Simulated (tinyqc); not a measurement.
# Metal-interlayer-semiconductor contact, depinning against tunnelling resistance: contact resistivity against the donor density

Zero bias, n-type semiconductor. Gap states at the semiconductor surface thin out as exp(-be ti), which unpins the barrier; electrons must then cross the interlayer (a rectangular barrier, no voltage drop across it) and the parabolic depleted layer, both by WKB. Energies E are counted from the Fermi level; no image force, parabolic bands.

S = 1/(1 + (1/S0 - 1) exp(-be ti)); phiB = S (phiM - chi) + (1 - S)(Eg - E0); xi = Ec - EF deep inside, from Nd = Nc F(-xi/Vt), F(x) = (2/sqrt(pi)) int_0^infinity sqrt(u) du/(1 + exp(u - x)); band bending U = phiB - xi; E00 = (hbar/2) sqrt(Nd/(eps0 eps_r mt m0)) in volts; A = 4 pi q mA m0 kB^2/h^3. With U = phiB - xi: for xi < E < phiB, y = (E - xi)/U and G1 = (U/E00) [sqrt(1 - y) - y ln((1 + sqrt(1 - y))/sqrt(y))], G1 = 0 above phiB; G2 = 2 ti sqrt(mi max(phiB + dE - E, 0)/C), C = hbar^2/(2 m0); f = 1/(1 + exp(E/Vt)); 1/rho_c = (A T^2/Vt^2) times the integral of exp(-G1 - G2) f over E from xi upwards. Shares under 0.001 % are printed as 0; rows without band bending are left out.

Values chosen for this exercise; semiconductor values close to those of gallium arsenide; interlayer mass of the order of that in aluminium oxide, offset chosen freely:
```
symbol,value,unit,meaning
T,300,K,temperature
Eg,1.47,eV,band gap
eps_r,13.1,,relative permittivity
chi,4.21,eV,electron affinity
Nc,4.4e17,cm^-3,conduction-band density of states at T
mt,0.0644,m0,tunnelling mass in the semiconductor
mA,0.0687,m0,Richardson mass
E0,0.49,eV,charge-neutrality level above the valence band
S0,0.1,,pinning factor without interlayer
phiM,4.43,eV,metal work function
ti,1.2,nm,interlayer thickness
dE,2.54,eV,conduction-band offset of the interlayer above the semiconductor
mi,0.34,m0,tunnelling mass in the interlayer
be,3.4,1/nm,decay constant of gap states through the interlayer
```

Constants: q = 1.602176634e-19 C, kB = 1.380649e-23 J/K, eps0 = 8.8541878128e-12 F/m, hbar = 1.054571817e-34 J s, h = 6.62607015e-34 J s, m0 = 9.1093837015e-31 kg, Vt = kB T/q, hbar^2/(2 m0) = 0.0380998212 eV nm^2. Results are converted to the units shown.

The same in every row: S = 0.868; phiB (eV) = 0.320.

Contact resistivity against the donor density:

| Nd (cm^-3) | E00/Vt | rho_c (ohm cm^2) | rho_c with G2 = 0 (ohm cm^2) | peak of the integrand (eV) | share above phiB (%) |
|---|---|---|---|---|---|
| 1.5e16 | 0.0958 | 423 | 0.00471 | 0.318 | 58.4 |
| 3.7e16 | 0.150 | 330 | 0.00361 | 0.315 | 45.6 |
| 9.6e16 | 0.242 | 220 | 0.00232 | 0.306 | 30.4 |
| 2.4e17 | 0.383 | 116 | 0.00115 | 0.283 | 16.0 |
| 6.2e17 | 0.616 | 37.3 | 3.26e-4 | 0.227 | 5.16 |
| 1.6e18 | 0.989 | 5.28 | 3.77e-5 | 0.116 | 0.730 |
| 4.1e18 | 1.58 | 0.393 | 2.34e-6 | 0.0286 | 0.0543 |
| 1e19 | 2.47 | 0.0412 | 2.18e-7 | -0.00479 | 0.00569 |
| 2.6e19 | 3.99 | 0.00686 | 3.22e-8 | -0.0278 | 0 |

What does the comparison show?

As Nd goes from 1.5e16 to 2.6e19, phiB stays at 0.320 eV and rho_c falls from 423 to 0.00686 ohm cm^2. rho_c goes as Nd^(-0.27) between the first two rows and Nd^(-1.88) between the last two, while E00/Vt goes from 0.0958 to 3.99 and the share above the barrier from 58.4 to 0 %. The ratio of rho_c to its value with G2 = 0 runs from 89700 to 2.13e5. For Nd = 1e19, 2.6e19 the Fermi level lies deep in the band, where non-parabolicity matters.

Range of the model: The depletion charge would drop about 0.30 V across such an interlayer (eps_r near 9) at ti = 1.2 nm and Nd = 1.6e19 cm^-3, against a band bending of 0.66 V; this model leaves that drop out.

Program tinyqc, `OMP_NUM_THREADS=1 python tinyqc.py 2270107 2270108 out.jsonl`; Intel Xeon 2.30GHz, shared host, one thread, about 0.03 s.
